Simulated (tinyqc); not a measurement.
# Scale length and barrier from the threshold roll-off

Question. For L well above Lambda the threshold falls by 2 m sqrt(A (A + Vds)) exp(-pi L/(2 Lambda)), A being the height of the source potential over the barrier top; the two values follow this form. Find Lambda and A.

Inputs (values chosen for the exercise):
```
symbol  value  unit                   meaning
m           1        long-channel body factor
Vds         1     V             drain voltage
```

threshold lowering at L = 52 and 82 nm (mV): 37.520654  6.0308682

Solution. The ratio of the two values gives Lambda; the prefactor gives A (A + Vds), a quadratic with one positive root.

Lambda = 25.8 nm
A = 0.170 V

Computed by the program tinyqc: `OMP_NUM_THREADS=1 python tinyqc.py 2420053 2420054 out.jsonl`, one thread of a shared Intel Xeon 2.30GHz, about 0.01 s for the whole run.
